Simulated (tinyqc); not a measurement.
Screening unbinds the donor: static screening by free carriers.

kF = (3 pi^2 n/Mv)^(1/3), EF = c kF^2/m with c = hbar^2/2m0, n in 1/angstrom^3 (1e-24 per 1/cm^3), e2 = e^2/(4 pi eps0). Thomas-Fermi: qTF^2 = 6 pi e2 n/(eps EF). Debye: qD^2 = 4 pi e2 n/(eps kB T).

F_j(eta) = (1/Gamma(j + 1)) integral_0^infinity x^j dx/(1 + exp(x - eta)), which tends to exp(eta) for eta << 0.

At finite T: qs^2 = qD^2 F_-1/2(eta)/F_1/2(eta), where n = Mv N F_1/2(eta) and N = 2 (m kB T/(4 pi c))^(3/2) with c = hbar^2/2m0, in 1/angstrom^3; times 1e24 for 1/cm^3.

Donor in the screened potential -(e2/eps) exp(-qs r)/r with the trial function exp(-r/a): E(a) = c/(m a^2) - (e2/eps) 4/(a (2 + qs a)^2), e2 = e^2/(4 pi eps0), c = hbar^2/2m0; isotropic mass.

Constants: hbar^2/2m0 = 3.80998211 eV angstrom^2; e^2/(4 pi eps0) = 14.39964547 eV angstrom; kB = 8.617333262e-05 eV/K; a0 (Bohr radius) = 0.5291772105 angstrom.

Values chosen for the exercise (near those of Si; not measured data):
- m = 0.3193 m0 (mass of one isotropic valley)
- Mv = 6 (valleys)
- eps = 12 (background dielectric constant)
- T = 300 K

All carriers n are taken as free and screen with qs(T); E(a) is minimised over a; a dash marks no bound state. aB = a0 eps/m.

Donor level:

| n (1/cm^3) | n^(1/3) aB | qs aB | E (meV) | a/aB |
|---|---|---|---|---|
| 1.0e+15 | 0.020 | 0.015 | -29.26 | 1.000 |
| 8.0e+15 | 0.040 | 0.043 | -27.66 | 1.001 |
| 4.0e+16 | 0.068 | 0.096 | -24.77 | 1.006 |
| 1.0e+17 | 0.092 | 0.152 | -21.96 | 1.015 |
| 3.0e+17 | 0.133 | 0.263 | -17.02 | 1.042 |
| 9.0e+17 | 0.192 | 0.453 | -10.23 | 1.119 |
| 2.0e+18 | 0.251 | 0.671 | -4.66 | 1.274 |
| 5.0e+18 | 0.340 | 1.041 | - | - |

aB = 19.9 angstrom

The level rises from -29.26 meV at the lowest density to -4.66 meV at 2e+18 1/cm^3, against -30.17 meV unscreened. The trial function finds no bound state from 5e+18 1/cm^3 on, where qs aB = 1.04 and n^(1/3) aB = 0.34. This trial function loses binding at qs aB = 1 and the exact Yukawa problem at 1.19; the Mott rule of thumb is n^(1/3) aB = 0.26.

Computed by tinyqc, a small Python program: `OMP_NUM_THREADS=1 python tinyqc.py 1680475 1680476 out.jsonl` (the numbers bound the seed that draws the inputs); one thread of a shared host (Intel(R) Xeon(R) Processor @ 2.30GHz), about 0.01 s for the whole set of steps.
